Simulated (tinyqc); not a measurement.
# Threshold-voltage variability of a planar MOSFET, analytic estimates: effects of single changes

Three independent sources add in quadrature: random dopants in the depleted layer, metal-gate grains of two orientations, and roughness of the two gate edges acting through the roll-off VT = VT(long) - Vr exp(-L/l). These are first-order estimates: no three-dimensional electrostatics, no percolation.

Inputs (values chosen for the exercise); material values those of a made-up semiconductor: temperature T = 273 K; band gap Eg = 1.2 eV; relative permittivity of the semiconductor eps_r = 10.6; conduction-band density of states at T Nc = 1.94e19 cm^-3; valence-band density of states at T Nv = 1.81e19 cm^-3; channel doping Na = 5.5e17 cm^-3; oxide-equivalent thickness in inversion ti = 1.7 nm; gate length L = 65 nm; gate width W = 81 nm; metal grain size G = 4 nm; work-function difference of the two grain orientations dW = 0.3 eV; share of the orientation of higher work function p = 0.3; rms roughness of one gate edge De = 1.2 nm; correlation length of the roughness La = 30 nm; decay length of the threshold roll-off l = 15 nm; prefactor of the roll-off Vr = 2.5 V.

Constants: q = 1.602176634e-19 C, kB = 1.380649e-23 J/K, Vt = kB T/q, eps0 = 8.8541878128e-14 F/cm where lengths are in cm. Results are converted to the units shown.

Each table varies one quantity; the others keep the values above.

## Effect of the metal grain size

ni = sqrt(Nc Nv) exp(-Eg/(2 Vt)), Eg in volts; Cox = 3.9 eps0/ti; Wd = sqrt(4 eps0 eps_r Vt ln(Na/ni)/(q Na)); dopants: s1 = (q/Cox) sqrt(Na Wd/(3 L W)). Grains: Ng = L W/G^2 (at least 1), s2 = dW sqrt(p (1 - p)/Ng). Edges, with exponential correlation and u = W/La: the mean gate length has sL^2 = 2 De^2 (2/u)[1 - (1 - exp(-u))/u]; s3 = sL (Vr/l) exp(-L/l). s = sqrt(s1^2 + s2^2 + s3^2). l and Vr are held fixed.

The same in every row: s1 (mV) = 10.08; s3 (mV) = 2.585.

Effect of the metal grain size:

| G (nm) | s2 (mV) | s (mV) | s sqrt(L W) (mV um) |
|---|---|---|---|
| 2 | 3.789 | 11.08 | 0.8038 |
| 3 | 5.684 | 11.86 | 0.8606 |
| 5 | 9.473 | 14.07 | 1.021 |
| 7 | 13.26 | 16.86 | 1.223 |
| 10 | 18.95 | 21.62 | 1.569 |
| 14 | 26.53 | 28.49 | 2.068 |
| 20 | 37.89 | 39.30 | 2.851 |

As G goes from 2 to 20 nm, s rises from 11.1 to 39.3 mV. The largest source is the dopants in the first row and the grains in the last.

## Effect of the gate width

Same model as above.

l and Vr are held fixed.

Results:

| W (nm) | s1 (mV) | s2 (mV) | s3 (mV) | s (mV) | s sqrt(L W) (mV um) |
|---|---|---|---|---|---|
| 27 | 17.46 | 13.13 | 3.230 | 22.09 | 0.9252 |
| 44 | 13.68 | 10.28 | 2.989 | 17.37 | 0.9291 |
| 71 | 10.77 | 8.095 | 2.681 | 13.74 | 0.9332 |
| 120 | 8.284 | 6.226 | 2.280 | 10.61 | 0.9371 |
| 190 | 6.584 | 4.948 | 1.915 | 8.455 | 0.9397 |
| 310 | 5.154 | 3.874 | 1.552 | 6.632 | 0.9414 |
| 810 | 3.189 | 2.397 | 0.9914 | 4.110 | 0.9431 |

Estimate the missing row, W = 500 nm.

Computed row:

| W (nm) | s1 (mV) | s2 (mV) | s3 (mV) | s (mV) | s sqrt(L W) (mV um) |
|---|---|---|---|---|---|
| 500 | 4.058 | 3.050 | 1.247 | 5.228 | 0.9424 |

With this row back in the table: As W goes from 27 to 810 nm, s falls from 22.1 to 4.11 mV. The dopants are the largest source in the first and the last row. The product s sqrt(L W) rises from 0.925 to 0.943 mV um: s1 and s2 go as 1/sqrt(L W), so the change comes from s3 alone.

Numbers from tinyqc (`OMP_NUM_THREADS=1 python tinyqc.py 2090122 2090123 out.jsonl`; about 0.01 s on one thread of a shared Intel Xeon 2.30GHz).
